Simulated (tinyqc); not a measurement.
## Layer from its matrix

Inverse problem. For (psi, psi'/m) a flat barrier below its edge has M = [[cosh Kd, (m/K) sinh Kd], [(K/m) sinh Kd, cosh Kd]], K = sqrt(m (U - E)/C), C = hbar^2/(2 m0). Its width is d = 3.2 nm. Find K, m and U.

Values chosen for this exercise:
```
symbol  value  unit          meaning
E       0.042    eV  electron energy
```

Constants: q = 1.602176634e-19 C, hbar = 1.054571817e-34 J s, m0 = 9.1093837015e-31 kg, hbar^2/(2 m0) = 0.0380998212 eV nm^2. Results are converted to the units shown.

M of the layer (M12 in nm, M21 in 1/nm):
```
           1          2
1  7.9458674  1.0046677
2  61.848122  7.9458674
```

Solution. K = arcosh(M11)/d, m/K = sqrt(M12/M21), and U = E + C K^2/m.

K = 0.8631 1/nm
m = 0.1100 m0
U = 0.3000 eV

Computed by the program tinyqc: `OMP_NUM_THREADS=1 python tinyqc.py 2560002 2560003 out.jsonl`, one thread of a shared Intel Xeon 2.30GHz, about 0.01 s for the whole run.
